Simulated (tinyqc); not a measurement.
Deep-level transient spectroscopy: the DLTS spectrum.

Schottky contact on an n-type layer with shallow donors Nd (all ionised) and a donor-like deep trap, neutral when filled and positive when empty; depletion approximation. Traps within lam of the depletion edge stay filled. A long pulse to Vp fills the traps beyond x1 = Wp - lam; back at Vr those between x1 and x2 = Wr - lam emit. A rate window reads S = C(t2) - C(t1).

Emission rate en = sn vth(T) Nc(T) exp(-Et/kB T) = sn g T^2 exp(-Et/kB T), g = vth Nc/(300 K)^2, as vth goes as T^0.5 and Nc as T^1.5 (degeneracy factor 1). lam = sqrt(2 eps0 eps_r (EF - ET)/(q Nd)), EF - ET = Et - (kB T/q) ln(Nc(T)/Nd), Nc(T) = Nc (T/300 K)^1.5. In the steady state at the band bending V, 2 eps0 eps_r V/q = Nd W^2 + Nt (W - lam)^2 (the second term only if W > lam). W(t)^2 = Wr^2 + (Nt/Nd)(x2^2 - x1^2) exp(-en t), C = eps0 eps_r/W; for small Nt, dC/C = -(Nt/2 Nd) G exp(-en t) with G = (x2^2 - x1^2)/Wr^2. For an exponential transient S peaks where en = ew = ln(t2/t1)/(t2 - t1).

Inputs (values chosen for the exercise); material values close to those of 4H silicon carbide:
```
symbol,value,unit,meaning
eps_r,9.53,,relative permittivity
Nc,1.72e19,cm^-3,conduction-band density of states at 300 K
vth,2e7,cm/s,thermal velocity at 300 K
Nd,4.3e16,cm^-3,shallow donor density
Vbi,1.19,V,built-in voltage
Et,0.37,eV,depth of the trap below the conduction edge
sn,3.1e-14,cm^2,capture cross-section
Nt,5.2e14,cm^-3,trap density
Vr,1.9,V,reverse bias
Vp,0,V,reverse bias during the filling pulse
t1,5,ms,first sampling time
t2,50,ms,second sampling time
```

Constants: q = 1.602176634e-19 C, kB = 1.380649e-23 J/K, eps0 = 8.8541878128e-14 F/cm where lengths are in cm. Results are converted to the units shown.

Results:
```
T (K),en (1/s),S (pF/cm^2)
145,0.34379,1.0583
150,0.98720,2.9947
156,3.2108,9.2048
167,22.549,39.940
173,59.027,48.786
178,125.48,37.651
184,294.43,16.312
190,655.96,2.6874
195,1233.4,0.15029
201,2528.5,2.3238e-4
206,4460.5,1.4876e-8
```

Estimate the missing row, T = 161 K.

Computed row:
```
T (K),en (1/s),S (pF/cm^2)
161,8.0395,20.349
```

With this row back in the table: S goes from 1.06 through a maximum of 48.8 (at T = 173 K among the rows listed) to 1.49e-8 pF/cm^2; en equals ew = 51.2 1/s at 172.1 K. Colder, the trap has hardly emitted by t2; warmer, it is empty before t1. Rows above half of the largest S span 167 to 178 K.

Computed by the program tinyqc: `OMP_NUM_THREADS=1 python tinyqc.py 2050055 2050056 out.jsonl`, one thread of a shared Intel Xeon 2.30GHz, about 0.01 s for the whole run.
